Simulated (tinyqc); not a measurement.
Plane-wave Kohn-Sham cycle with exchange-only LDA in a layered model solid, step by step. One step of it, computed by the program tinyqc.

Problem. Iteration 1: levels at that k. Diagonalise the Hermitian matrix.

H (hartree):
```
           -3         -2         -1         +0         +1         +2         +3
-3   3.179070  -0.340000   0.010000   0.000000   0.000000   0.000000   0.000000
-2  -0.340000   1.139895  -0.340000   0.010000   0.000000   0.000000   0.000000
-1   0.010000  -0.340000   0.007021  -0.340000   0.010000   0.000000   0.000000
+0   0.000000   0.010000  -0.340000  -0.219554  -0.340000   0.010000   0.000000
+1   0.000000   0.000000   0.010000  -0.340000   0.460171  -0.340000   0.010000
+2   0.000000   0.000000   0.000000   0.010000  -0.340000   2.046195  -0.340000
+3   0.000000   0.000000   0.000000   0.000000   0.010000  -0.340000   4.538520
```

Give: eigenvalues.

Solution.

eigenvalues (hartree): -0.561  0.066  0.564  1.189  2.073  3.236  4.585
